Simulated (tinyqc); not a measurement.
Debye-Callaway model of lattice thermal conductivity: one step, computed by the program tinyqc. Command: `OMP_NUM_THREADS=1 python tinyqc.py 3017679 3017680 out.jsonl callaway walk`. One thread of a shared host (Intel(R) Xeon(R) Processor @ 2.30GHz), about 0.01 s of CPU time with the checks.

Three acoustic branches with one velocity v, cut at omega_D = k_B Theta/hbar; x = hbar omega/(k_B T). v and Theta are separate inputs: Theta cuts off the heat-carrying modes, so C need not reach 3 k_B/V. gamma is an effective value that sets the umklapp rate. Heat flows along the wire.

Question. The integrand on a coarse grid. Rates: point defects A omega^4; umklapp B omega^2 T exp(-Theta/(b T)) with B = hbar gamma^2/(M v^2 Theta); normal processes f_N B omega^2 T (T/Theta)^2. Boundaries: v/Lambda_B with Lambda_B = D (1 + p)/(1 - p). x runs in ten equal steps to min(Theta/T, 12); g = x^4 e^x/(e^x - 1)^2; tau_C is the inverse of all rates summed; the last column is c tau_C g with c = (k_B/(2 pi^2 v)) (k_B T/hbar)^3.

Inputs (values chosen for the exercise, modelled on indium phosphide):

| quantity | value | unit |
|---|---|---|
| sound velocity v | 3400 | m/s |
| Debye temperature Theta | 330 | K |
| mean atomic mass M | 72.9 | u |
| effective Grueneisen parameter gamma | 1.6 | - |
| umklapp exponent divisor b | 2.5 | - |
| wire diameter D | 0.056 | micrometre |
| specularity p | 0.8 | - |
| normal-process factor f_N | 3.7 | - |
| temperature T | 40 | K |

Sample: wire. Point defects: isotopes. Normal processes: included.

Rayleigh coefficient A = 8.708088e-46 s^3

Constants: k_B = 1.380649e-23 J/K; hbar = 1.054571817e-34 J s; u = 1.6605390666e-27 kg.

Give: Integrand.

Answer.

Integrand:

| x | g | tau_C (s) | c tau_C g (W/(m K)) |
|---|---|---|---|
| 0.825 | 0.643 | 1.474e-10 | 2.80 |
| 1.650 | 2.181 | 1.447e-10 | 9.32 |
| 2.475 | 3.765 | 1.403e-10 | 15.60 |
| 3.300 | 4.715 | 1.340e-10 | 18.67 |
| 4.125 | 4.835 | 1.261e-10 | 18.01 |
| 4.950 | 4.314 | 1.166e-10 | 14.87 |
| 5.775 | 3.474 | 1.061e-10 | 10.89 |
| 6.600 | 2.588 | 9.490e-11 | 7.26 |
| 7.425 | 1.814 | 8.359e-11 | 4.48 |
| 8.250 | 1.211 | 7.266e-11 | 2.60 |

Among these rows the integrand is largest at x = 3.30.
